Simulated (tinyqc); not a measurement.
# Worked calculation: one level coupled to a phonon between two leads, self-consistent Born approximation

Numbers from tinyqc (`OMP_NUM_THREADS=1 python tinyqc.py 2720122 2720123 out.jsonl`; about 0.2 s on one thread of a shared Intel Xeon 2.30GHz). Printed values are rounded.

Wide-band leads with mu_L = +V/2 and mu_R = -V/2; phonons in equilibrium, Nq = 1/(exp(w0/kB T) - 1). Scattering links only energies that differ by w0, so a ladder E_k = E1 + k w0 closes on itself; terms that reach past its ends are dropped. Gn and Gp are the electron and hole parts of the spectral function A = Gn + Gp.

Parameters, values chosen for the exercise:
```
symbol  value  unit                           meaning
T          77     K  temperature of leads and phonons
w0        120   meV                     phonon energy
ed        -22   meV                             level
GL         87   meV         coupling to the left lead
GR         39   meV        coupling to the right lead
M          26   meV    electron-phonon matrix element
V          60    mV                              bias
nr          7               rungs of the ladder shown
E1        -83   meV                       lowest rung
```

Constants: q = 1.602176634e-19 C, kB = 1.380649e-23 J/K, Vt = kB T/q. Results are converted to the units shown.

Range of the model: The self-consistent Born approximation keeps only non-crossing phonon lines and no Hartree shift; it is rough once the coupling nears the phonon energy.

## The ladder and the first Green functions

|G|^2 = 1/[(E - ed)^2 + (GL + GR + Sin + Sout)^2/4], Gn = |G|^2 (GL fL + GR fR + Sin), Gp = |G|^2 (GL (1 - fL) + GR (1 - fR) + Sout), f = 1/(1 + exp((E - mu)/kB T)). On a single ladder the real part of the phonon self-energy, which needs all energies, is left out. At the start Sin = Sout = 0.

| rung | E (meV) | fL | fR | Gn (1/meV) | Gp (1/meV) |
|---|---|---|---|---|---|
| 0 | -83 | 1.00000 | 0.999660 | 0.0163832 | 1.72253e-6 |
| 1 | 37 | 0.258275 | 4.11832e-5 | 0.00301631 | 0.0138964 |
| 2 | 157 | 4.87123e-9 | 5.76154e-13 | 1.17695e-11 | 0.00349903 |
| 3 | 277 | 6.81458e-17 | 8.06007e-21 | 6.35000e-20 | 0.00134947 |
| 4 | 397 | 9.53321e-25 | 1.12756e-28 | 4.62002e-28 | 7.01833e-4 |
| 5 | 517 | 1.33364e-32 | 1.57739e-36 | 3.94013e-36 | 4.27858e-4 |
| 6 | 637 | 1.86569e-40 | 2.20668e-44 | 3.70391e-44 | 2.87507e-4 |

Nq = 1.39894e-8

## Iteration 1: scattering functions

Sin(E) = M^2 [(Nq + 1) Gn(E + w0) + Nq Gn(E - w0)], Sout(E) = M^2 [(Nq + 1) Gp(E - w0) + Nq Gp(E + w0)]. Nq = 1/(exp(w0/kB T) - 1).

| rung | Sin (meV) | Sout (meV) |
|---|---|---|
| 0 | 2.03902 | 1.31417e-7 |
| 1 | 1.62890e-7 | 0.00116446 |
| 2 | 2.85248e-8 | 9.39400 |
| 3 | 1.11302e-16 | 2.36534 |
| 4 | 6.00511e-25 | 0.912242 |
| 5 | 4.36909e-33 | 0.474439 |
| 6 | 3.72613e-41 | 0.289232 |

## Iteration 1: Green functions

|G|^2 = 1/[(E - ed)^2 + (GL + GR + Sin + Sout)^2/4], Gn = |G|^2 (GL fL + GR fR + Sin), Gp = |G|^2 (GL (1 - fL) + GR (1 - fR) + Sout), f = 1/(1 + exp((E - mu)/kB T)). On a single ladder the real part of the phonon self-energy, which needs all energies, is left out.

| rung | Gn after iteration 1 (1/meV) | Gp after iteration 1 (1/meV) |
|---|---|---|
| 0 | 0.0163726 | 1.69402e-6 |
| 1 | 0.00301628 | 0.0138965 |
| 2 | 1.23511e-11 | 0.00369688 |
| 3 | 6.45880e-20 | 0.00137259 |
| 4 | 4.65198e-28 | 7.06687e-4 |
| 5 | 3.95457e-36 | 4.29426e-4 |
| 6 | 3.71225e-44 | 2.88155e-4 |

## Iteration 2: scattering functions

As before.

| rung | Sin (meV) | Sout (meV) |
|---|---|---|
| 0 | 2.03900 | 1.31417e-7 |
| 1 | 1.63183e-7 | 0.00114519 |
| 2 | 2.85245e-8 | 9.39401 |
| 3 | 1.16802e-16 | 2.49909 |
| 4 | 6.10800e-25 | 0.927872 |
| 5 | 4.39931e-33 | 0.477720 |
| 6 | 3.73978e-41 | 0.290292 |

## Iteration 2: Green functions

As before.

| rung | Gn after iteration 2 (1/meV) | Gp after iteration 2 (1/meV) |
|---|---|---|
| 0 | 0.0163726 | 1.69402e-6 |
| 1 | 0.00301628 | 0.0138965 |
| 2 | 1.23511e-11 | 0.00369688 |
| 3 | 6.46409e-20 | 0.00137390 |
| 4 | 4.65253e-28 | 7.06770e-4 |
| 5 | 3.95467e-36 | 4.29437e-4 |
| 6 | 3.71228e-44 | 2.88157e-4 |

## Course of the iteration

Repeat until no Sin or Sout changes by more than 1e-9 meV.

Course of the iteration:

| iteration | largest Sin + Sout (meV) | largest change (meV) |
|---|---|---|
| 1 | 9.39400 | 9.39 |
| 2 | 9.39401 | 0.134 |
| 3 | 9.39401 | 8.81e-4 |
| 4 | 9.39401 | 3.17e-6 |
| 5 | 9.39401 | 7.08e-9 |
| 6 | 9.39401 | < 1e-12 |

Converged in 6 iterations; the change shrinks by about 4.3e-4 a step.

## Currents on the rungs

| rung | converged Gn (1/meV) | converged Gp (1/meV) |
|---|---|---|
| 0 | 0.0163726 | 1.69402e-6 |
| 1 | 0.00301628 | 0.0138965 |
| 2 | 1.23511e-11 | 0.00369688 |
| 3 | 6.46409e-20 | 0.00137390 |
| 4 | 4.65255e-28 | 7.06775e-4 |
| 5 | 3.95467e-36 | 4.29437e-4 |
| 6 | 3.71228e-44 | 2.88157e-4 |

Spectral currents into the level: iL = GL [fL Gp - (1 - fL) Gn], iR = GR [fR Gp - (1 - fR) Gn].

| rung | iL | iR | iL + iR (1e-6) |
|---|---|---|---|
| 0 | 0.000147 | -0.000151 | -3.45197 |
| 1 | 0.117611 | -0.117608 | 3.45196 |
| 2 | 0.000000 | 0.000000 | 0.00001 |
| 3 | 0.000000 | 0.000000 | 0.00000 |
| 4 | 0.000000 | 0.000000 | 0.00000 |
| 5 | 0.000000 | 0.000000 | 0.00000 |
| 6 | 0.000000 | 0.000000 | 0.00000 |

sum of iL = 0.117758

On a single rung iL + iR need not vanish (largest 3.5e-6), since phonons move electrons between rungs; summed over the ladder it does.
